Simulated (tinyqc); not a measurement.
Gap voltage and exponent from three temperatures.

Inverse problem. At constant current VBE(T) = Vg0 - a T - eta (kB T/q) ln T, where a is a constant. Find Vg0, eta and dVBE/dT at the middle temperature.

Constants: q = 1.602176634e-19 C, kB = 1.380649e-23 J/K. Results are converted to the units shown.

T (K): [330, 360, 390]
VBE at a constant current (V): [0.6648825637, 0.6066061498, 0.5475748441]

Answer. The relation is linear in Vg0, a and eta, so three points give a linear system; the slope is (VBE - Vg0 - eta kB T/q)/T. eta rests on the curvature of VBE(T) alone, so real fits need accuracy of some tens of microvolts or better.

Vg0 = 1.20 V
eta = 3.50
dVBE/dT = -1.96 mV/K

Computed by the program tinyqc: `OMP_NUM_THREADS=1 python tinyqc.py 2062132 2062133 out.jsonl`, one thread of a shared Intel Xeon 2.30GHz, about 0.03 s for the whole run.
